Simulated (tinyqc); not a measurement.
# n-type polysilicon, carrier trapping at grain boundaries: what changes with what

One-dimensional grains of size Lg, uniform ionised doping N, monovalent traps Qt at each boundary at a depth Et below (for electrons) or above (for holes) the band edge there, abrupt depletion of width W on each side of a boundary, Boltzmann statistics. xi is the distance from the band edge at the grain centre to the Fermi level. Trapped charge Qt/(1 + exp((xi + VB - Et)/Vt)) = 2 N W, barrier VB = q N W^2/(2 eps0 eps_r).

Inputs (values chosen for the exercise); values of the order met in polycrystalline silicon:
- T = 300 K (temperature)
- eps_r = 11.7 (relative permittivity)
- NB = 2.8e19 cm^-3 (conduction-band density of states at T)
- Lg = 21 nm (grain size)
- Qt = 1.3e12 cm^-2 (trap density of a grain boundary)
- Et = 0.45 eV (depth of the trap level from the majority band edge at the boundary)
- ms = 0.59 m0 (mass for thermionic emission)
- fe = 1 (correction factor of the emission rate)
- mug = 45 cm^2/(V s) (mobility inside the grains)
- N = 3.7e17 cm^-3 (doping)

Constants: q = 1.602176634e-19 C, kB = 1.380649e-23 J/K, m0 = 9.1093837015e-31 kg, Vt = kB T/q, eps0 = 8.8541878128e-14 F/cm where lengths are in cm. Results are converted to the units shown.

Each table varies one quantity; the others keep the values above.

## Effect of the doping

If the trap equation with xi = Vt ln(NB/N) has a root W < Lg/2, the grain is partly depleted; otherwise W = Lg/2 and the trap equation gives xi = Et - VB + Vt ln(Qt/(N Lg) - 1). N* = Qt/Lg. n0 = NB exp(-xi/Vt); mean density n0 (1 - 2 W/Lg) by charge balance in a partly depleted grain, and n0 (sqrt(pi)/2) erf(u)/u with u = sqrt(VB/Vt) in a fully depleted one; v = sqrt(kB T/(2 pi ms m0)); barrier resistivity Vt exp(VB/Vt)/(q fe n0 v Lg); grain resistivity (1 - 2 W/Lg)/(q n0 mug); effective mobility 1/(q mean density total resistivity). Rows with xi above 0.45 V, towards mid-gap, are left out, since the other carrier type is ignored.

Effect of the doping:

| N (cm^-3) | N/N* | depleted share 2 W/Lg | VB (V) | xi (V) | mean density (cm^-3) | resistivity (ohm cm) | effective mobility (cm^2/(V s)) |
|---|---|---|---|---|---|---|---|
| 3.7e17 | 0.5977 | 1.000 | 0.03154 | 0.4082 | 2.748e12 | 1.913e4 | 118.7 |
| 7e17 | 1.131 | 0.8843 | 0.04667 | 0.09536 | 8.096e16 | 0.2136 | 361.0 |
| 1.3e18 | 2.100 | 0.4762 | 0.02513 | 0.07936 | 6.810e17 | 0.1005 | 91.20 |
| 2.4e18 | 3.877 | 0.2579 | 0.01361 | 0.06351 | 1.781e18 | 0.05836 | 60.05 |
| 4.5e18 | 7.269 | 0.1376 | 0.007260 | 0.04726 | 3.881e18 | 0.03304 | 48.68 |
| 8.4e18 | 13.57 | 0.07370 | 0.003889 | 0.03113 | 7.781e18 | 0.01833 | 43.76 |

As N goes from 3.7e17 to 8.4e18, VB goes from 0.0315 through a maximum of 0.0467 (at N = 7e17 among the rows listed) to 0.00389 V, the resistivity falls from 19100 to 0.0183 ohm cm and the effective mobility goes from 119 through a maximum of 361 (at N = 7e17 among the rows listed) to 43.8 cm^2/(V s). The steepest fall of the resistivity among the rows, as N^(-17.9), lies between N = 3.7e17 and 7e17 cm^-3; N* = 6.19e17 cm^-3. While the grain is fully depleted VB grows as N; once the traps are full it falls as 1/N. For N = 2.4e18, 4.5e18, 8.4e18 xi is under 2.5 Vt, where Boltzmann statistics begin to fail. For N = 1.3e18, 2.4e18, 4.5e18, 8.4e18 VB is below Vt, where abrupt depletion and thermionic emission are rough. For N = 7e17 the grain is near the changeover between partial and full depletion, within a few Debye lengths, where both limits are rough. For N = 3.7e17, 7e17, 1.3e18, 2.4e18, 4.5e18 the effective mobility exceeds mug, since drift through the depleted part of the grain is left out.

## Effect of the grain size

Same model as above.

N* = Qt/Lg.

Results:

| Lg (nm) | N/N* | depleted share 2 W/Lg | VB (V) | xi (V) | mean density (cm^-3) | resistivity (ohm cm) | effective mobility (cm^2/(V s)) |
|---|---|---|---|---|---|---|---|
| 17 | 0.4838 | 1.000 | 0.02067 | 0.4310 | 1.267e12 | 3.746e4 | 131.6 |
| 31 | 0.8823 | 1.000 | 0.06874 | 0.3292 | 4.396e13 | 2569 | 55.27 |
| 53 | 1.508 | 0.6629 | 0.08829 | 0.1118 | 1.247e17 | 0.8412 | 59.49 |
| 94 | 2.675 | 0.3738 | 0.08829 | 0.1118 | 2.317e17 | 0.6378 | 42.23 |
| 290 | 8.254 | 0.1211 | 0.08829 | 0.1118 | 3.252e17 | 0.4601 | 41.72 |
| 500 | 14.23 | 0.07027 | 0.08829 | 0.1118 | 3.440e17 | 0.4243 | 42.76 |

Estimate the missing row, Lg = 160 nm.

Computed row:

| Lg (nm) | N/N* | depleted share 2 W/Lg | VB (V) | xi (V) | mean density (cm^-3) | resistivity (ohm cm) | effective mobility (cm^2/(V s)) |
|---|---|---|---|---|---|---|---|
| 160 | 4.554 | 0.2196 | 0.08829 | 0.1118 | 2.888e17 | 0.5293 | 40.84 |

With this row back in the table: As Lg goes from 17 to 500, VB rises from 0.0207 to 0.0883 V, the resistivity falls from 37500 to 0.424 ohm cm and the effective mobility moves up and down between 40.8 and 132 cm^2/(V s). For Lg = 17 VB is below Vt, where abrupt depletion and thermionic emission are rough. For Lg = 53 the grain is near the changeover between partial and full depletion, within a few Debye lengths, where both limits are rough. For Lg = 17, 31, 53 the effective mobility exceeds mug, since drift through the depleted part of the grain is left out.

Computed by the program tinyqc: `OMP_NUM_THREADS=1 python tinyqc.py 2830094 2830095 out.jsonl`, one thread of a shared Intel Xeon 2.30GHz, about 0.01 s for the whole run.
